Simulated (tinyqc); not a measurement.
# Surface potential of a MOS transistor: implicit equation and explicit approximations: two studies

p-type body, charge-sheet picture, depletion and inversion only, full ionisation (an idealisation for deep acceptors), Boltzmann statistics (rough once Na exp(x - xn) passes about Nc/7). In units of Vt: xg = (Vg - Vfb)/Vt, x = psi/Vt, G = gamma/sqrt(Vt), xn = (2 phiF + Vc)/Vt. The implicit equation is (xg - x)^2 = G^2 [x - 1 + exp(x - xn)] for x above about 3. Cox = eps0 eox/tox.

Parameters, values chosen for the exercise; band and dielectric values close to those of silicon:
```
symbol   value   unit                                                               meaning
T          400      K                                                           temperature
Eg        1.13     eV                                                              band gap
eps_r     11.9                                                        relative permittivity
Nc      4.3e19  cm^-3                                conduction-band density of states at T
Nv        4e19  cm^-3                                   valence-band density of states at T
eox       22.3         relative permittivity of the gate insulator (close to hafnium oxide)
tox         45     nm                                                   insulator thickness
Na      1.2e17  cm^-3                                                      acceptor density
Vfb       -0.4      V                                                     flat-band voltage
Vc           1      V                                                  channel-body voltage
Vg         1.7      V                                                     gate-body voltage
```

Constants: q = 1.602176634e-19 C, kB = 1.380649e-23 J/K, Vt = kB T/q, eps0 = 8.8541878128e-14 F/cm where lengths are in cm. Results are converted to the units shown.

Each table varies one quantity; the others keep the values above.

## Accuracy of the approximations against gate voltage

ni = sqrt(Nc Nv) exp(-Eg/(2 Vt)), Eg in volts; phiF = Vt ln(Na/ni); gamma = sqrt(2 q eps0 eps_r Na)/Cox; VT = Vfb + Vt (xn + G sqrt(xn - 1)). Depletion value a = 1 + [sqrt(G^2/4 + xg - 1) - G/2]^2; inversion value b = xn + ln[(xg - xn)^2/G^2 - xn + 1] and first guess y = min(a, b) - ln(1 + exp(-|a - b|)) if a > xn + 1, else b = y = a; one second-order correction with D = exp(y - xn), p = 2 (xg - y) + G^2 (1 + D), w = (xg - y)^2 - G^2 (y - 1 + D): z = y + 2 w/(p + sqrt(p^2 - 2 (2 - G^2 D) w)), or the Newton step z = y + w/p where the root is not real. N_inv = (Cox Vt G/q) [sqrt(x - 1 + exp(x - xn)) - sqrt(x - 1)] at the root. Lambert form (Cox m Vt/q) W0[(G/(2 m sqrt(xn - 1))) exp((Vg - VT)/(m Vt))], m = 1 + G/(2 sqrt(xn - 1)). Errors under 1e-4 mV, and the linear form below VT, are printed as 0.

Accuracy of the approximations against gate voltage:
```
Vg (V),psi (V),x - xn,error of y (mV),error of z (mV),N_inv (cm^-2),Cox (Vg - VT)/q (cm^-2),Lambert form (cm^-2)
1.52,1.387,-9.877,2.92e-4,0,9.559e5,0,7.863e5
1.72,1.554,-5.008,0.0361,0,1.173e8,0,1.090e8
1.92,1.720,-0.2155,4.16,-1.18e-3,1.339e10,0,1.341e10
2.12,1.821,2.737,21.8,-2.08,2.339e11,5.372e11,2.406e11
2.32,1.861,3.886,19.7,-1.86,6.546e11,1.085e12,6.739e11
2.52,1.884,4.547,15.3,-0.728,1.129e12,1.633e12,1.161e12
2.72,1.900,5.018,12.7,-0.385,1.625e12,2.180e12,1.669e12
2.92,1.913,5.387,11.0,-0.238,2.132e12,2.728e12,2.186e12
3.12,1.923,5.693,9.78,-0.162,2.646e12,3.276e12,2.710e12
```

What does the comparison show?

psi rises from 1.39 to 1.92 V and ends 5.7 Vt above 2 phiF + Vc. Among the rows the first guess is off by at most 22 mV (at Vg = 2.12 V) and the corrected value by at most 2.1 mV. In the last row the linear form is 24 % above N_inv and the Lambert form 2.4 % above it; in the first row the Lambert form is 18 % below it. For Vg = 2.52, 2.72, 2.92, 3.12 the electron quasi-Fermi level lies less than 2 Vt below the band edge at the surface, or above it, where degeneracy and confinement, left out, matter.

## Effect of the acceptor density at fixed gate voltage

Same model as above.

Vfb is held fixed.

Results:
```
Na (cm^-3),psi (V),x - xn,error of y (mV),error of z (mV),N_inv (cm^-2),Cox (Vg - VT)/q (cm^-2),Lambert form (cm^-2)
4e15,1.712,6.355,32.6,10.7,7.666e11,1.387e12,8.443e11
1.9e16,1.742,4.126,31.7,9.51,3.266e11,7.439e11,3.469e11
4.2e16,1.723,1.968,9.92,-0.0674,6.816e10,2.736e11,7.038e10
9.2e16,1.598,-3.224,0.190,0,6.034e8,0,5.790e8
2e17,1.406,-10.33,2.28e-4,0,7.825e5,0,6.250e5
4.4e17,1.166,-18.88,0,0,245.5,0,115.2
```

Estimate the missing row, Na = 8.8e15 cm^-3.

Computed row:
```
Na (cm^-3),psi (V),x - xn,error of y (mV),error of z (mV),N_inv (cm^-2),Cox (Vg - VT)/q (cm^-2),Lambert form (cm^-2)
8.8e15,1.731,5.333,32.2,10.3,5.681e11,1.096e12,6.145e11
```

With this row back in the table: As Na goes from 4e15 to 4.4e17, psi goes from 1.71 through a maximum of 1.74 (at Na = 1.9e16 among the rows listed) to 1.17 V, x - xn falls from 6.35 to -18.9 and N_inv falls from 7.67e11 to 245 cm^-2. The Lambert form lies between 0.469 and 1.10 times N_inv.

Program tinyqc, `OMP_NUM_THREADS=1 python tinyqc.py 2122035 2122036 out.jsonl`; Intel Xeon 2.30GHz, shared host, one thread, about 0.01 s.
